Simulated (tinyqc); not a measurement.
Magnetisation curve: two coupled magnetic layers: synthetic antiferromagnet, spin flop, exchange bias and magnetoresistance. Computed by tinyqc, a small Python program. Command: `OMP_NUM_THREADS=1 python tinyqc.py 3005080 3005081 out.jsonl saf walk`. One thread of a shared host (Intel(R) Xeon(R) Processor @ 2.30GHz), about 0.3 s of CPU time with the checks.

Moments lie in the plane at the angles p1, p2 from the field. Energy per area: E = J1 cos(p1 - p2) + J2 cos^2(p1 - p2) - B M_s (t1 cos p1 + t2 cos p2) + K (t1 sin^2 p1 + t2 sin^2 p2).

Inputs (values chosen for the exercise, for a model stack):
```
quantity                         value    unit
saturation magnetisation M_s       910    kA/m
thickness t1                       3.7      nm
thickness t2                       3.1      nm
antiferromagnetic coupling J1     0.11  mJ/m^2
biquadratic coupling J2              0  mJ/m^2
in-plane anisotropy K             0.88  kJ/m^3
field over the saturation field   0.74       -
```

Field direction: along the easy axis.

Method. The parallel state is stable while the Hessian at p1 = p2 = 0 is positive: with c = J1 + 2 J2 and u = B M_s + 2K, (u t1 - c)(u t2 - c) > c^2, so B_sat M_s = c (1/t1 + 1/t2) - 2K. B_K = 2K/M_s. The lowest minimum of E over both angles (from five starts; of two mirror images the one with p1 >= 0, and for equal layers |p1| <= |p2|).

saturation field B_sat = 69.7292 mT

Equilibrium states:
```
B/B_sat  B (mT)  p1 (degrees)  p2 (degrees)  m/m_sat
0.02      1.395         0.000       -180.00   0.0882
0.06      4.184         0.000       -180.00   0.0882
0.12      8.368         0.000       -180.00   0.0882
0.20     13.946         0.000       -180.00   0.0882
0.30     20.919        50.859        -97.43   0.2845
0.45     31.378        52.491        -75.28   0.4472
0.60     41.838        46.359        -60.64   0.5990
0.80     55.783        33.192        -40.93   0.7997
0.95     66.243        16.603        -19.95   0.9500
1.10     76.702         0.000          0.00   1.0000
```

What does the comparison show, and why?

The collinear state is the lowest in 4 row(s), with m/m_sat = (t1 - t2)/(t1 + t2) = 0.088; then the moments are canted and close at B_sat. The largest gap between m/m_sat and B/B_sat in the canted rows is 0.016.

Extremes, crossings and ranges named in words are read from the listed rows.
